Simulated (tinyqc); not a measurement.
From results back to parameters: static screening by free carriers. Three cases, with inputs chosen for the exercise.

Problem. At zero temperature the gas shows Friedel oscillations of period pi/kF and a Thomas-Fermi length 1/qTF; n and m are hidden.

kF = (3 pi^2 n/Mv)^(1/3), EF = c kF^2/m with c = hbar^2/2m0, n in 1/angstrom^3 (1e-24 per 1/cm^3), e2 = e^2/(4 pi eps0). Thomas-Fermi: qTF^2 = 6 pi e2 n/(eps EF). Debye: qD^2 = 4 pi e2 n/(eps kB T).

Constants: hbar^2/2m0 = 3.80998211 eV angstrom^2; e^2/(4 pi eps0) = 14.39964547 eV angstrom.

Case 1.

Values chosen (out of a larger set: a free-electron density near that of Na; not measured data): Mv = 1 (valleys); eps = 1 (background dielectric constant).

period = 3.38497 angstrom
1/qTF = 0.669188 angstrom

Case 2.

Values chosen (out of a larger set: a free-electron density near that of Cu; not measured data): Mv = 1 (valleys); eps = 1 (background dielectric constant).

period = 2.33458 angstrom
1/qTF = 0.555745 angstrom

Case 3.

Values chosen (out of a larger set: near those of Si; not measured data): Mv = 6 (valleys); eps = 11.6 (background dielectric constant).

period = 58.1224 angstrom
1/qTF = 6.72403 angstrom

Find: kF; n; m.

Solution. kF = pi/period and n = Mv kF^3/(3 pi^2); qTF^2 = 2 e2 Mv m kF/(pi eps c) then gives m.

Case 1.

kF = 0.9281 1/angstrom
n = 2.70e+22 1/cm^3
m = 1.000 m0

Case 2.

kF = 1.346 1/angstrom
n = 8.23e+22 1/cm^3
m = 1.000 m0

Case 3.

kF = 0.05405 1/angstrom
n = 3.20e+19 1/cm^3
m = 0.329 m0

Computed by tinyqc, one run a case: `OMP_NUM_THREADS=1 python tinyqc.py N N+1 out.jsonl` with N = 1650438, 1650461, 1650502; one thread of a shared Intel(R) Xeon(R) Processor @ 2.30GHz, about 0.01 s a run at most.
